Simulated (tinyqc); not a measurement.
Gaps across the alloy: alloy A(1-x)B(x) by interpolation with bowing.

Each gap follows E(x) = (1 - x) E_A + x E_B - C x (1 - x); the lattice constant follows Vegard, a(x) = (1 - x) a_A + x a_B.

Constants: hc = 1239.841984 eV nm.

Parameters, chosen for this exercise (A near InSb, B near InAs; shifted at random, so the results belong to these values and not to a real crystal):
- a = (6.487, 6.057) angstrom (lattice constant of A, B)
- Eg = (0.232, 0.421) eV (gap at Gamma to the s-like level of A, B)
- EgX = (0.629, 1.422) eV (gap to the lowest valley along Gamma-X of A, B)
- EgL = (0.939, 1.132) eV (gap to L of A, B)
- C = (0.598, 0.655, 0.538) eV (bowing of the Gamma, X and L gaps)

Eleven compositions.

Gaps (eV):
```
x    a (angstrom)  Gamma      X      L  lowest  wavelength (nm)
0.0        6.4870  0.232  0.629  0.939   Gamma             5344
0.1        6.4440  0.197  0.649  0.910   Gamma             6291
0.2        6.4010  0.174  0.683  0.892   Gamma             7121
0.3        6.3580  0.163  0.729  0.884   Gamma             7601
0.4        6.3150  0.164  0.789  0.887   Gamma             7556
0.5        6.2720  0.177  0.862  0.901   Gamma             7005
0.6        6.2290  0.202  0.948  0.926   Gamma             6141
0.7        6.1860  0.239  1.047  0.961   Gamma             5194
0.8        6.1430  0.288  1.159  1.007   Gamma             4312
0.9        6.1000  0.348  1.284  1.064   Gamma             3560
1.0        6.0570  0.421  1.422  1.132   Gamma             2945
```

What does the comparison show, and why?

The lowest valley is Gamma at every x. The Gamma gap has a minimum inside the range, 0.162 eV at x = (C - (E_B - E_A))/(2C) = 0.342, since the bowing exceeds the difference of the end gaps.

tinyqc: `OMP_NUM_THREADS=1 python tinyqc.py 1051219 1051220 out.jsonl`; about 0.01 s, one thread, shared Intel(R) Xeon(R) Processor @ 2.30GHz.
